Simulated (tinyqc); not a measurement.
Heterojunction of two tight-binding chains: one step. Transmission. Two cases, with inputs chosen for the exercise.

Question. The last site of the left chain has energy 2 t1 + U, and S1, S2 are the self-energies of the two half chains on it. G = 1/(E - 2 t1 - U - S1 - S2); T = 4 Im(S1) Im(S2) |G|^2.

Give: G; T.

Case 1.

Values chosen (out of a larger set: masses and offset of the size met at GaN / AlGaN; not measured data): E = 0.71 eV (electron energy); U = 0.19 eV (extra energy on the last left site).

t1 = 2.239480 eV
S1 = -1.8844798-1.2099610i eV
S2 = -2.0966226-0.7870471i eV

Answer.

G = 0.0056-0.5007i 1/eV
T = 0.9550

A fraction 0.0450 is reflected although the electron lies above the step.

Case 2.

Values chosen (out of a larger set: masses and offset of the size met at Si / SiGe; not measured data): E = 0.182 eV (electron energy); U = 0.36 eV (extra energy on the last left site).

t1 = 2.025509 eV
S1 = -1.9345088-0.6003013i eV
S2 = -2.0197959-0.1520214i eV

Answer.

G = -0.4283-1.1728i 1/eV
T = 0.5691

A fraction 0.4309 is reflected although the electron lies above the step.

Computed by tinyqc, one run a case: `OMP_NUM_THREADS=1 python tinyqc.py N N+1 out.jsonl` with N = 1450545, 1450656; one thread of a shared Intel(R) Xeon(R) Processor @ 2.30GHz, about 0.01 s a run at most.
